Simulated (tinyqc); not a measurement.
Koster-Slater impurity in a tight-binding band, by Green functions and by supercells: one step, computed by the program tinyqc. Command: `OMP_NUM_THREADS=1 python tinyqc.py 3002803 3002804 out.jsonl kosterslater walk`. One thread of a shared host (Intel(R) Xeon(R) Processor @ 2.30GHz), about 0.04 s of CPU time with the checks.

One orbital per site, e(k) = -2 t sum cos(k_i) over 3 direction(s), band from -6 t to 6 t, lattice constant 1. One site has the extra energy U. Spin is left out.

Problem. The supercell Hamiltonian at Gamma. H_ij = -t for each bond from i to j, images included (two bonds add when N = 2); H_11 = U; sites are numbered with the last coordinate running fastest. Diagonalise.

Inputs (values chosen for the exercise, for a model band): hopping t = 1.1 eV; impurity potential U = 6.17 eV; supercell edge N = 2 sites.

Lattice: simple cubic.

Give: H; levels.

Solution.

H (eV), lower triangle (symmetric):
```
       1      2      3      4      5      6      7     8
1   6.17
2  -2.20   0.00
3  -2.20   0.00   0.00
4   0.00  -2.20  -2.20   0.00
5  -2.20   0.00   0.00   0.00   0.00
6   0.00  -2.20   0.00   0.00  -2.20   0.00
7   0.00   0.00  -2.20   0.00  -2.20   0.00   0.00
8   0.00   0.00   0.00  -2.20   0.00  -2.20  -2.20  0.00
```

levels (eV): -6.1972  -2.2000  -2.2000  -0.8590  2.2000  2.2000  4.5809  8.6453
